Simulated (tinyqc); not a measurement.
# Reverse leakage of an n+-p junction: diffusion, generation, trap-assisted and band-to-band tunnelling: leakage components against the SRH lifetime of both carriers at zero field

One-sided abrupt junction in the depletion approximation, x from the junction (0) to W on the p side, field F = F0 (1 - x/W). Flat quasi-Fermi levels, long p side. Traps generate through SRH with both lifetimes shortened by 1 + Gamma (Hurkx enhancement, form for moderate fields); band-to-band generation is local and needs a total bending above Eg.

ni = sqrt(Nc Nv) exp(-Eg/(2 Vt)), Eg in volts; Vbi = Vt ln(Na Nd/ni^2); W = sqrt(2 eps0 eps_r (Vbi + VR)/(q Na)); F0 = 2 (Vbi + VR)/W; FG = sqrt(24 mt m0 (kB T)^3)/(q hbar); J_diff = q ni^2 sqrt(Dn/tau)(1 - exp(-VR/Vt))/Na. u = (Vbi + VR)(1 - x/W)^2, p = Na exp(-u/Vt), n = Nd exp((u - Vbi - VR)/Vt); G0 = ni^2 (1 - exp(-VR/Vt))/(tau (n + p + 2 ni cosh(Et/Vt))); Gamma = 2 sqrt(3 pi)(F/FG) exp((F/FG)^2); trap-assisted part G0 Gamma; G_bb = Ab F^2.5 exp(-Bb/F) with F in V/cm, zero unless Vbi + VR > Eg, and counted as zero under 1 cm^-3 s^-1. Currents are q times the integrals over 0 to W; J_bb under 1e-8 of J is printed as 0; rows with F0/FG above 2.2, beyond the range of this Gamma, are left out.

Values chosen for this exercise; band and dielectric values close to those of silicon: temperature T = 300 K; band gap Eg = 1.1 eV; relative permittivity eps_r = 11.5; conduction-band density of states at T Nc = 2.79e19 cm^-3; valence-band density of states at T Nv = 2.6e19 cm^-3; acceptor density of the lighter side Na = 3.8e17 cm^-3; donor density of the heavier side Nd = 1e19 cm^-3; trap level above the intrinsic level Et = 0 eV; tunnelling mass mt = 0.25 m0; electron diffusion coefficient on the lighter side Dn = 8.2 cm^2/s; band-to-band prefactor Ab = 2.1e14 cm^-0.5 V^-2.5 s^-1; band-to-band field constant Bb = 1.85e7 V/cm; reverse bias VR = 1.8 V.

Constants: q = 1.602176634e-19 C, kB = 1.380649e-23 J/K, hbar = 1.054571817e-34 J s, m0 = 9.1093837015e-31 kg, Vt = kB T/q, eps0 = 8.8541878128e-14 F/cm where lengths are in cm. Results are converted to the units shown.

The same in every row: F0 (kV/cm) = 575; F0/FG = 1.56; J_bb (A/cm^2) = 2.35e-11.

Leakage components against the SRH lifetime of both carriers at zero field:
```
tau (s)  J_diff (A/cm^2)  J_SRH (A/cm^2)  J_TAT (A/cm^2)  J (A/cm^2)              largest part
1e-10           2.91e-11         6.14e-5         0.00137     0.00143  trap-assisted tunnelling
1e-9            9.19e-12         6.14e-6         1.37e-4     1.43e-4  trap-assisted tunnelling
1e-8            2.91e-12         6.14e-7         1.37e-5     1.43e-5  trap-assisted tunnelling
1e-7            9.19e-13         6.14e-8         1.37e-6     1.43e-6  trap-assisted tunnelling
1e-6            2.91e-13         6.14e-9         1.37e-7     1.43e-7  trap-assisted tunnelling
1e-5            9.19e-14        6.14e-10         1.37e-8     1.44e-8  trap-assisted tunnelling
0.0001          2.91e-14        6.14e-11         1.37e-9     1.46e-9  trap-assisted tunnelling
```

J falls from 0.00143 to 1.46e-9 A/cm^2. Trap-assisted tunnelling leads at tau = 1e-10 and in all other rows. J_SRH and J_TAT go as 1/tau and J_diff as tau^(-1/2); J_bb does not depend on it.

Range of the model: The n+ side is degenerate, so Vbi from Boltzmann statistics is only a guide.

Computed by the program tinyqc: `OMP_NUM_THREADS=1 python tinyqc.py 2290148 2290149 out.jsonl`, one thread of a shared Intel Xeon 2.30GHz, about 0.01 s for the whole run.
